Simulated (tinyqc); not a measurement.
## Body thickness for a wanted scale length

Question. A double-gate structure has tan(pi ti/Lambda) tan(pi ts/(2 Lambda)) = ei/eps_r, both angles below pi/2. Find ts.

Parameters, values chosen for the exercise; permittivities: semiconductor close to that of silicon, insulator close to that of zirconium oxide: relative permittivity of the semiconductor eps_r = 11.5; relative permittivity of the insulator ei = 26.1; insulator thickness ti = 4.4 nm.

Lambda = 16.044659 nm

Answer. The condition is explicit in ts: an arctangent, taken between 0 and pi/2.

ts = 11.20 nm

Computed by the program tinyqc: `OMP_NUM_THREADS=1 python tinyqc.py 2420073 2420074 out.jsonl`, one thread of a shared Intel Xeon 2.30GHz, about 0.01 s for the whole run.
